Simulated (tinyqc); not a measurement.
Programming of a floating-gate cell by Fowler-Nordheim tunnelling: two steps of the calculation.

Per tunnel area the floating gate has Ctun = 3.9 eps0/tox to the channel (0 V) and Ccg to the control gate, Ct = Ctun/(1 - ag), no other coupling. With the threshold shift U = -Q/Ccg the field is F = ag (Vg - U)/tox, and dU/dt = J/Ccg. Fowler-Nordheim: J = A F^2 exp(-B/F), A = q^2/(16 pi^2 hbar mo phi) (times 1e14 for A/cm^2 with F in V/nm, emitter mass m0), B = (4/3) sqrt(mo/C) phi^1.5, C = hbar^2/(2 m0).

Parameters, values chosen for the exercise; oxide values close to those of silicon dioxide:
```
symbol  value  unit                       meaning
phi      3.17    eV                tunnel barrier
mo       0.42    m0               tunnelling mass
tox       9.2    nm        tunnel oxide thickness
ag       0.63               coupling ratio Ccg/Ct
ar       5200  nm^2                   tunnel area
Vt0      -2.3     V  threshold shift at the start
Vg       15.9     V          control-gate voltage
dt        4.1    us                     time step
n          12                               steps
```

Constants: q = 1.602176634e-19 C, hbar = 1.054571817e-34 J s, m0 = 9.1093837015e-31 kg, eps0 = 8.8541878128e-14 F/cm where lengths are in cm, hbar^2/(2 m0) = 0.0380998212 eV nm^2. Results are converted to the units shown.

Task 1. Constants of the cell. A, B, Ccg = ag Ct, the starting field and current, K = A B ag/(Ccg tox), and the knee time t0 = exp(B/F(0))/K.

Find: A; B; Ccg; F(0); J(0); K; t0; electrons for 1 V of shift.

Result 1.

A = 1.158e8 A cm^-2 (V/nm)^-2
B = 24.99 V/nm
Ccg = 0.6391 uF/cm^2
F(0) = 1.246 V/nm
J(0) = 0.3534 A/cm^2
K = 3.100e14 1/s
t0 = 1.642 us
electrons for 1 V of shift = 207.4

Task 2. Explicit time steps against the exact solution. U(new) = U + dt J(F(U))/Ccg. Exact: exp(B/F(t)) = exp(B/F(0)) + K t, K = A B ag/(Ccg tox), and U = Vg - tox F/ag.

Give: t; F; J; U by steps; U exact.

Result 2.

```
step  t (us)  F (V/nm)  J (A/cm^2)  U by steps (V)  U exact (V)
0          0    1.2463     0.35336         -2.3000      -2.3000
1     4.1000    1.0911    0.015628         -0.0331      -1.2303
2     8.2000    1.0842    0.013349          0.0672      -0.8076
3     12.300    1.0783    0.011650          0.1528      -0.5453
4     16.400    1.0732    0.010332          0.2276      -0.3564
5     20.500    1.0687   0.0092804          0.2938      -0.2095
6     24.600    1.0646   0.0084210          0.3534      -0.0895
7     28.700    1.0609   0.0077054          0.4074       0.0115
8     32.800    1.0575   0.0071004          0.4568       0.0987
9     36.900    1.0544   0.0065820          0.5024       0.1753
10    41.000    1.0515   0.0061330          0.5446       0.2436
11    45.100    1.0488   0.0057403          0.5840       0.3050
12    49.200    1.0463   0.0053940          0.6208       0.3608
```

Range of the model: Programming fields of 10 MV/cm and more wear the oxide; trapping and the channel potential are ignored.

Program tinyqc, `OMP_NUM_THREADS=1 python tinyqc.py 2130164 2130165 out.jsonl`; Intel Xeon 2.30GHz, shared host, one thread, about 0.02 s.
